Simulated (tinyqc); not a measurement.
Coverage against grain size: equilibrium and kinetic segregation of a solute to boundaries and growing surfaces. Computed by tinyqc, a small Python program. Command: `OMP_NUM_THREADS=1 python tinyqc.py 3025934 3025935 out.jsonl segreg walk`. One thread of a shared host (Intel(R) Xeon(R) Processor @ 2.30GHz), about 0.01 s of CPU time with the checks.

Inputs (values chosen for the exercise, modelled on a solute in a copper line): segregation energy Q = 0.472 eV; total solute fraction x0 = 0.0043; temperature T = 1125 K; boundary thickness delta = 0.69 nm.

Isotherm: Langmuir-McLean.

Constants: k_B = 8.617333262e-05 eV/K.

Method. With theta the solute fraction on boundary sites and x that in the grains, theta/(1 - theta) = [x/(1 - x)] exp[Q/(k_B T)]. Finite grains: boundary sites are the fraction f = 3 delta/d, and x0 = (1 - f) x + f theta; solve both equations for theta; share at boundaries = f theta/x0.

At T:
```
d (nm)    theta  x in the grains  share at boundaries (%)
15      0.02969        0.0002350                   95.288
30      0.05615        0.0004569                   90.108
60      0.10061        0.0008587                   80.719
120     0.16372        0.0015018                   65.677
250     0.23590        0.0023664                   45.424
500     0.28917        0.0031157                   27.841
1000    0.32229        0.0036404                   15.515
5000    0.35199        0.0041560                    3.389
```

What does the comparison show, and why?

From the largest grains to the smallest the share at boundaries rises from 3.4 to 95 %, and x/x0 falls to 0.055. In the dilute limit x/x0 = 1/(1 - f + f exp(Q/(k_B T))), which gives 0.053 at 15 nm.

Extremes, crossings and ranges named in words are read from the listed rows.
